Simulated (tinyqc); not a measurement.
## FinFET, parasitic resistance, capacitance and delay: effect of the wire load

Nf fins under one contact; each has gated perimeter p = 2 Hf + Wf and cross-section A = Hf Wf; contact width Wc = Nf pf, stack height Hs = Hf. Contact length Lc = CPP - Lg - 2 Lsp, shared by two neighbouring gates. Source and drain sides are equal. The formulas are first-order estimates, not field solutions.

Epitaxy sheet resistance Rsh = re/te, transfer length LT = sqrt(rc/Rsh), contact Rc = [sqrt(rc Rsh)/Wc] coth(Lc/(2 LT)); extension of one fin Rx = rx Lsp/A. With N fins: gate Cg = Cinv p N Lg; per side, plate Cp = ks eps0 [Wc (Hs + Hc) - N A]/Lsp, top fringe Cf = (2/pi) ks eps0 Wc ln(1 + Lg/(2 Lsp)), overlap Co = Cinv p N Lov. One fin: I = p Q vx u/(1 + |u|^1.8)^(1/1.8), Q = Cinv n Vt ln(1 + exp((Vg' - VT + dl Vd')/(n Vt))), u = Vd' mu/(vx Lg), Vg' = Vgs - v, Vd' = Vds - 2 v, with the drop on each side v = Rc (sum of I) + Rx I. Ieff = [I(Vgs = Vdd, Vds = Vdd/2) + I(Vdd/2, Vdd)]/2, total currents. With Cs = Cp + Cf + Co, the load of an inverter of two such devices driving an equal one is CL = 2 (Cg + 2 Cs) + 4 Cs + Cw (own drains counted twice for the Miller effect); delay CL Vdd/(2 Ieff).

Values chosen for this exercise; values close to those of silicon logic devices:
- T = 300 K (temperature)
- Nf = 2 (number of fins)
- Hf = 35 nm (fin height)
- Wf = 5 nm (fin width)
- pf = 27 nm (fin pitch)
- CPP = 51 nm (contacted gate pitch)
- Lg = 18 nm (gate length)
- Lsp = 4 nm (spacer length)
- ks = 7 (relative permittivity of the spacer)
- Hc = 15 nm (gate height above the channel stack)
- rc = 1.8e-9 ohm cm^2 (contact resistivity)
- re = 0.00033 ohm cm (resistivity of the source-drain epitaxy)
- te = 15 nm (current-carrying depth of the epitaxy)
- rx = 0.00071 ohm cm (resistivity of the extension)
- Lov = 0.5 nm (gate overlap)
- Cinv = 2.7 uF/cm^2 (inversion capacitance)
- vx = 1.3e7 cm/s (injection velocity)
- mu = 240 cm^2/(V s) (apparent mobility)
- VT = 0.25 V (threshold at zero drain voltage)
- dl = 0.028 V/V (barrier lowering)
- n = 1.25 (subthreshold factor)
- Vdd = 0.8 V (supply voltage)

Constants: q = 1.602176634e-19 C, kB = 1.380649e-23 J/K, eps0 = 8.8541878128e-12 F/m, Vt = kB T/q. Results are converted to the units shown.

The same in every row: Rc (ohm) = 283.4; Rx/N (ohm) = 81.14; Ieff (uA) = 150.0.

Effect of the wire load:
```
Cw (fF)	CL (aF)	delay (ps)
0.02	493.4	1.315
0.043	516.4	1.377
0.093	566.4	1.510
0.2	673.4	1.795
0.43	903.4	2.409
0.93	1403	3.742
2	2473	6.594
```

As Cw goes from 0.02 to 2 fF, Ieff stays at 150 uA, CL rises from 493 to 2470 aF and the delay rises from 1.32 to 6.59 ps.

Computed by the program tinyqc: `OMP_NUM_THREADS=1 python tinyqc.py 2170032 2170033 out.jsonl`, one thread of a shared Intel Xeon 2.30GHz, about 0.03 s for the whole run.
